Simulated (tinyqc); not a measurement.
What moves the results: gated graphene: carriers, quantum capacitance and optical conductivity. A value that a table varies takes the place of the one given here.

Cones E = +/- hv |k|, four flavours, D(E) = 2|E|/(pi hv^2). n = (2/pi)(kT/hv)^2 F_1(mu/kT), p = (2/pi)(kT/hv)^2 F_1(-mu/kT), in 1/angstrom^2 (1e16 for 1/cm^2); F_1(eta) = integral_0^infinity x dx/(1 + exp(x - eta)). Cq/e^2 = d(n - p)/d mu = (2 kT/(pi hv^2)) ln(2 + 2 cosh(mu/kT)).

Gate: V = mu/e + e (n - p)/Cox with Cox/e^2 = k/(4 pi e2 t), t in angstrom, e2 = e^2/(4 pi eps0); 1/(eV angstrom^2) in C/e^2 equals 1602.176634 microfarad/cm^2; total 1/C = 1/Cox + 1/Cq.

Conductivity over sigma0 = e^2/(4 hbar): interband Re = sinh(E/2kT)/(cosh(mu/kT) + cosh(E/2kT)); intraband Re = (8 kT/pi) ln(2 cosh(mu/2kT)) Gm/(E^2 + Gm^2). A free sheet absorbs about pi alpha_f Re(sigma/sigma0), alpha_f the fine-structure constant (alpha among the constants).

Constants: kB = 8.617333262e-05 eV/K; e^2/(4 pi eps0) = 14.39964547 eV angstrom; fine-structure constant alpha = 0.007297352564.

Inputs chosen for the exercise (Fermi velocity near that of graphene, gate dielectric near SiO2; the results hold for these values, not for the real material): hv = 6.83 eV angstrom (hbar vF); T = 150 K; k = 3.74 (dielectric constant of the gate layer); t = 30 nm (its thickness); Gm = 2 meV (intraband damping); V = -3 V (gate voltage from the neutrality point).

## Gate sweep

Results:

| V (V) | mu (eV) | n - p (1/cm^2) | n + p (1/cm^2) | Cq (microfarad/cm^2) | C/Cox | Cox V/e (1/cm^2) |
|---|---|---|---|---|---|---|
| 0 | 0.0000 | 0 | 3.75e+10 | 0.392 | 0.780 | 0 |
| 0.090 | 0.0182 | 4.95e+10 | 6.00e+10 | 0.521 | 0.825 | 6.20e+10 |
| 0.24 | 0.0389 | 1.39e+11 | 1.41e+11 | 0.878 | 0.888 | 1.65e+11 |
| 0.60 | 0.0694 | 3.66e+11 | 3.66e+11 | 1.52 | 0.932 | 4.13e+11 |
| 1.2 | 0.1026 | 7.56e+11 | 7.56e+11 | 2.24 | 0.953 | 8.27e+11 |
| 2.1 | 0.1388 | 1.35e+12 | 1.35e+12 | 3.03 | 0.965 | 1.45e+12 |
| 3.0 | 0.1675 | 1.95e+12 | 1.95e+12 | 3.66 | 0.971 | 2.07e+12 |
| 4.5 | 0.2069 | 2.96e+12 | 2.96e+12 | 4.52 | 0.976 | 3.10e+12 |
| 6.6 | 0.2521 | 4.37e+12 | 4.37e+12 | 5.51 | 0.980 | 4.55e+12 |

How do the results move?

At neutrality n + p = 3.75e+10 1/cm^2 of thermal carriers remain and C/Cox = 0.780; at the last row C/Cox = 0.980 and the plain capacitor rule overstates n - p by 4.0 %. Between the last two rows mu goes as V^0.52; for |mu| well above kT the limits are 1/2 where Cox is small against Cq and 1 where it is large.

## Absorption spectrum

mu = -0.16748 eV

Results:

| E (eV) | interband | intraband | absorption (%) |
|---|---|---|---|
| 0.033 | 0.0000 | 0.3902 | 0.895 |
| 0.067 | 0.0000 | 0.0949 | 0.218 |
| 0.117 | 0.0002 | 0.0311 | 0.072 |
| 0.167 | 0.0015 | 0.0153 | 0.039 |
| 0.234 | 0.0197 | 0.0078 | 0.063 |
| 0.285 | 0.1265 | 0.0053 | 0.302 |
| 0.335 | 0.5004 | 0.0038 | 1.156 |
| 0.385 | 0.8739 | 0.0029 | 2.010 |
| 0.435 | 0.9796 | 0.0023 | 2.251 |
| 0.536 | 0.9996 | 0.0015 | 2.295 |
| 0.670 | 1.0000 | 0.0010 | 2.295 |
| 1.005 | 1.0000 | 0.0004 | 2.293 |

What does this show?

The edge lies at 2|mu| = 0.335 eV and, for |mu| above about 3 kT (here 13.0), rises from 10 % to 90 % over about 8.8 kT = 0.114 eV. The absorption is lowest, 0.039 %, at 0.167 eV of those listed, between the Drude tail and the edge; at the last row it is 2.293 % against pi alpha_f = 2.293 %. The thin-sheet formula fails where the absorption is large, and trigonal warping matters above about 1.5 eV.

## What moves the Fermi level

All results formed anew. Each row changes one parameter from the base and keeps the others.

Results:

| case | mu (eV) | n - p (1/cm^2) | C/Cox |
|---|---|---|---|
| base | -0.1675 | -1.951e+12 | 0.9707 |
| V = -3.9 V | -0.1921 | -2.555e+12 | 0.9744 |
| t = 21 nm | -0.1996 | -2.756e+12 | 0.9651 |
| k = 4.49 | -0.1833 | -2.330e+12 | 0.9680 |
| hv = 7.51 eV angstrom | -0.1839 | -1.940e+12 | 0.9679 |
| T = 250 K | -0.1646 | -1.953e+12 | 0.9703 |

What does this show?

The largest shifts from the base row, up to three for each result and ties (the steps differ in size, so this ranks the rows, not the parameters). mu (eV): t -0.0321, V -0.0246, hv -0.0164. n - p (1/cm^2): t -8.05e+11, V -6.03e+11, k -3.78e+11. C/Cox: t -0.0056, V +0.0036, hv -0.0029.

Run: tinyqc, `OMP_NUM_THREADS=1 python tinyqc.py 1680329 1680330 out.jsonl`; Intel(R) Xeon(R) Processor @ 2.30GHz, one thread, shared host; about 0.01 s of CPU time with all checks.
